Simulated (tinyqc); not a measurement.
Kinetics of strain relaxation and threading dislocations in mismatched semiconductor layers: one step, computed by the program tinyqc. Command: `OMP_NUM_THREADS=1 python tinyqc.py 3009185 3009186 out.jsonl threading walk`. One thread of a shared host (Intel(R) Xeon(R) Processor @ 2.30GHz), about 0.01 s of CPU time with the checks.

60-degree dislocations on {111} planes of a (001) layer, isotropic elasticity. The Schmid factor is 1/sqrt(6), and a misfit segment relieves strain with b/2.

Task: Excess stress and glide velocity at the start. Excess resolved stress tau = (1/sqrt 6) [2 G (1 + nu)/(1 - nu)] (e - e_eq), e_eq = b (1 - nu/4) [ln(h/b) + 1]/(4 pi (1 + nu) h), the Matthews-Blakeslee strain of an uncapped layer; glide velocity v = v0 tau exp(-Q/(k_B T)), tau in MPa.

Inputs (values chosen for the exercise, modelled on In(0.2)Ga(0.8)As on GaAs):

| quantity | value | unit |
|---|---|---|
| misfit f | 0.0149 | - |
| shear modulus G | 45.4 | GPa |
| Poisson ratio nu | 0.32 | - |
| Burgers vector b | 4.05 | angstrom |
| glide activation energy Q | 1.31 | eV |
| velocity prefactor v0 | 7700 | m/s per MPa |
| layer thickness h | 87 | nm |
| anneal temperature T | 582 | K |

Constants: k_B = 8.617333262e-05 eV/K.

Give: equilibrium strain e_eq; excess stress tau; mobility v/tau; initial velocity.

Result:

equilibrium strain e_eq = 0.001645

excess stress tau = 953.8 MPa

mobility v/tau = 3.489e-08 m/s per MPa

initial velocity = 33.28 micrometre/s
